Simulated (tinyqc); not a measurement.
Gate voltage from the surface potential.

Problem. At the source end, Vgs + Vsb - Vfb - psi = gamma sqrt(G), G = psi - Vt + Vt exp((psi - 2 phiF - Vsb)/Vt), and the voltage over the insulator is gamma sqrt(G). Find that voltage and Vgs.

Inputs (values chosen for the exercise):
- T = 300 K (temperature)
- Vfb = -0.42 V (flat-band voltage)
- Vsb = 0 V (source-body reverse bias)

Constants: q = 1.602176634e-19 C, kB = 1.380649e-23 J/K, Vt = kB T/q. Results are converted to the units shown.

psi = 1.3648587 V
phiF = 0.69415388 V
gamma = 1.5022881 V^0.5

Answer. In this direction the relation is explicit: no iteration is needed.

voltage over the insulator = 1.75 V
Vgs = 2.69 V

Numbers from tinyqc (`OMP_NUM_THREADS=1 python tinyqc.py 2360141 2360142 out.jsonl`; about 0.04 s on one thread of a shared Intel Xeon 2.30GHz).
